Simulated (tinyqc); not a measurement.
Worked calculation: RKS/exchange-only LDA in the 6-31g basis, for H2, spin multiplicity 1. One step of it, computed by the program tinyqc.

Task: Iteration 22 (converged): orbitals. Diagonalise F' = X^T F X, C = X C', fill 1 alpha and 1 beta electrons from the bottom; D = 2 C_occ C_occ^T. Each column has its largest component positive (the first on a tie).

converged F (hartree), order 1H 1s, 1H 2s, 2H 1s, 2H 2s:
$$\begin{pmatrix}
0.107283 & -0.271146 & -0.196171 & -0.213344 \\
-0.271146 & -0.153377 & -0.213343 & -0.173934 \\
-0.196171 & -0.213343 & 0.107284 & -0.271146 \\
-0.213344 & -0.173934 & -0.271146 & -0.153377
\end{pmatrix}$$

X, order 1H 1s, 1H 2s, 2H 1s, 2H 2s:
$$\begin{pmatrix}
1.253168 & -0.499551 & -0.019827 & 0.026712 \\
-0.499551 & 1.614014 & 0.026712 & -0.613804 \\
-0.019827 & 0.026712 & 1.253168 & -0.499551 \\
0.026712 & -0.613804 & -0.499551 & 1.614014
\end{pmatrix}$$

Give: F' = X^T F X; orbital energies; coefficients C; D after iteration 22.

Result:

F' = X^T F X (hartree):
$$\begin{pmatrix}
0.4658 & -0.4533 & -0.1091 & -0.0460 \\
-0.4533 & 0.2163 & -0.0460 & -0.1053 \\
-0.1091 & -0.0460 & 0.4658 & -0.4533 \\
-0.0460 & -0.1053 & -0.4533 & 0.2163
\end{pmatrix}$$

orbital energies (hartree): MO1 -0.2804, MO2 0.0217, MO3 0.7481, MO4 0.8748

coefficients C, order 1H 1s, 1H 2s, 2H 1s, 2H 2s:
$$\begin{pmatrix}
0.2748 & -0.2341 & 0.8927 & 0.9455 \\
0.3504 & -1.0479 & -0.6994 & -1.2337 \\
0.2748 & 0.2341 & 0.8926 & -0.9455 \\
0.3504 & 1.0479 & -0.6994 & 1.2337
\end{pmatrix}$$

D after iteration 22, order 1H 1s, 1H 2s, 2H 1s, 2H 2s:
$$\begin{pmatrix}
0.1511 & 0.1926 & 0.1511 & 0.1926 \\
0.1926 & 0.2456 & 0.1926 & 0.2456 \\
0.1511 & 0.1926 & 0.1511 & 0.1926 \\
0.1926 & 0.2456 & 0.1926 & 0.2456
\end{pmatrix}$$
